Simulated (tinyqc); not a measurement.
As the film thickens, and with more bath resistance: electroplating on a thin resistive seed layer: kinetics, Wagner number and the terminal effect across a wafer. Computed by tinyqc, a small Python program. Command: `OMP_NUM_THREADS=1 python tinyqc.py 3121357 3121358 out.jsonl terminal walk`. One thread of a shared host (Intel(R) Xeon(R) Processor @ 2.30GHz), about 0.02 s of CPU time with the checks.

Current enters the seed at the rim. The bath is treated as a local resistance per area (no lateral flow in the liquid), two electrons per ion, molar volume 7.11 cm^3/mol, Faraday constant F = e N_A, kinematic viscosity 0.01 cm^2/s, omega = 2 pi x rpm/60; k_B T/e is in volts.

Inputs (values chosen for the exercise, of the order of those for copper plating on a thin cobalt or ruthenium seed): wafer radius R = 7.5 cm; seed thickness t = 150 nm; seed resistivity = 7.2 microohm cm; bath conductivity kappa = 0.045 S/cm; gap to the anode h = 3 cm; extra resistance of a porous plate = 270 ohm cm^2; exchange current density i_0 = 0.31 mA/cm^2; cathodic transfer coefficient alpha = 0.5; mean current density = 6.4 mA/cm^2; diffusivity of the metal ion = 5.4e-06 cm^2/s; metal ion concentration = 0.31 mol/L; rotation rate = 60 rpm; temperature T = 298 K.

Constants: e = 1.602176634e-19 C; N_A = 6.02214076e+23 1/mol; k_B = 8.617333262e-05 eV/K.

Method:
- Growth rate = i V_m/(2 F). Levich limit i_L = 0.62 x 2 F D^(2/3) omega^(1/2) nu^(-1/6) c. Tafel overpotential eta = (k_B T/(alpha e)) ln(i/i_0); kinetic resistance k_B T/(alpha e i); bath resistance h/kappa + plate; R_s = resistivity/t; Wagner number = kinetic resistance x kappa/R.
- Full model: seed potential phi(r) with (1/r)(r phi')' = R_s i, where i solves phi = R_b i + (k_B T/(alpha e)) ln(i/i_0) (phi being the driving voltage left at r); phi'(0) = 0 and phi'(R) = R_s i_mean R/2. Solved by collocation to a tolerance of 1e-7.
- The film is taken as uniform, with the seed resistivity; the last column adds 100 ohm cm^2 to R_b. Extra power of that plate = i^2 x 100 ohm cm^2 x area.

sheet resistance R_s = 0.48 ohm/square

bath resistance R_b = 336.667 ohm cm^2

Edge over centre:
```
thickness (nm)  R_s (ohm/square)  as given  with 100 ohm cm^2 more
150                        0.480    1.0197                  1.0152
225                        0.320    1.0131                  1.0101
300                        0.240    1.0098                  1.0076
450                        0.160    1.0065                  1.0051
750                        0.096    1.0039                  1.0030
1500                       0.048    1.0020                  1.0015
3000                       0.024    1.0010                  1.0008
```

extra power = 0.72382 W

The ratio falls below 1.1 from 150 nm on as given, and from 150 nm on with the added resistance: what counts is R_s R^2 against the sum of kinetic and bath resistance.
